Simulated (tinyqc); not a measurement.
# Changing the mean free path l

Model: BCS gap equation with a constant attraction inside the Debye window. Computed by tinyqc, a small Python program. Command: `OMP_NUM_THREADS=1 python tinyqc.py 3030381 3030382 out.jsonl bcs sweep`. One thread of a shared host (Intel(R) Xeon(R) Processor @ 2.30GHz), about 0.01 s of CPU time with the checks.

Pairs attract with strength V for |xi| < k_B Theta; N(0) is the density of states for one spin. Energies are given as temperatures (E/k_B, in K) unless marked.

Inputs (values chosen for the exercise, for a model metal):
```
quantity                  value      unit
coupling N(0)V            0.333         -
Debye temperature Theta     598         K
Fermi velocity v_F       230000       m/s
electron density n         10.3  1e28/m^3
```

Solver: bisection.

Constants: k_B = 8.617333262e-05 eV/K; hbar = 1.054571817e-34 J s; k_B = 1.380649e-23 J/K; m_0 = 9.1093837015e-31 kg; eps_0 = 8.8541878128e-12 F/m; c = 299792458 m/s; e = 1.602176634e-19 C.

Method. At T = 0 the gap equation 1/(N(0)V) = int_0^Theta d xi/sqrt(xi^2 + Delta^2) has the integral arcsinh(Theta/Delta), so Delta_0 = Theta/sinh(1/(N(0)V)); weak coupling gives 2 Theta exp(-1/(N(0)V)). xi_0 = hbar v_F/(pi Delta_0); lambda_L = sqrt(m_0 eps_0 c^2/(n e^2)); N(0) = 3 n/(2 m_0 v_F^2) for one spin; condensation energy N(0) Delta_0^2/2 = B_c^2/(2 mu_0), mu_0 = 1/(eps_0 c^2); with scattering lambda = lambda_L sqrt(1 + xi_0/l) in the local limit (where xi_0 and l both exceed lambda, nonlocal response makes the true depth larger); Ginzburg-Landau kappa = 0.96 lambda_L/xi_0 + 0.72 lambda_L/l. Free-electron mass throughout; heavier carriers, as in niobium or vanadium, give a larger lambda_L and kappa and can make the metal type II.

One run for each value:
```
mean free path l (nm)  Ginzburg-Landau kappa  depth with scattering (nm)  coherence length xi_0 (nm)
1                                      13.61                       53.39                       9.396
3                                       5.67                       33.66                       9.396
20                                      2.29                       20.07                       9.396
70                                      1.86                       17.63                       9.396
200                                     1.75                       16.94                       9.396
600                                     1.71                       16.69                       9.396
2000                                    1.70                       16.60                       9.396
5000                                    1.69                       16.57                       9.396
```

Give the missing row, mean free path l (nm) = 8.

Computed row:
```
mean free path l (nm)  Ginzburg-Landau kappa  depth with scattering (nm)  coherence length xi_0 (nm)
8                                       3.18                       24.42                       9.396
```

Interpolating between the two neighbouring rows (the first column on a logarithmic scale, the others too where they are positive) misses most in Ginzburg-Landau kappa, by 11 %. Over the rows, Ginzburg-Landau kappa falls from 13.6 to 1.69 (exponent d ln y / d ln x -0.80 between the first rows and -0.0023 between the last); depth with scattering (nm) falls from 53.4 to 16.6 (exponent d ln y / d ln x -0.42 between the first rows and -0.0015 between the last); coherence length xi_0 (nm) does not change. At the high end the exponent of Ginzburg-Landau kappa is 0.00, close to 0: the clean limit. At the high end the exponent of depth with scattering is 0.00, close to 0: the clean limit. It is type II for every l here.
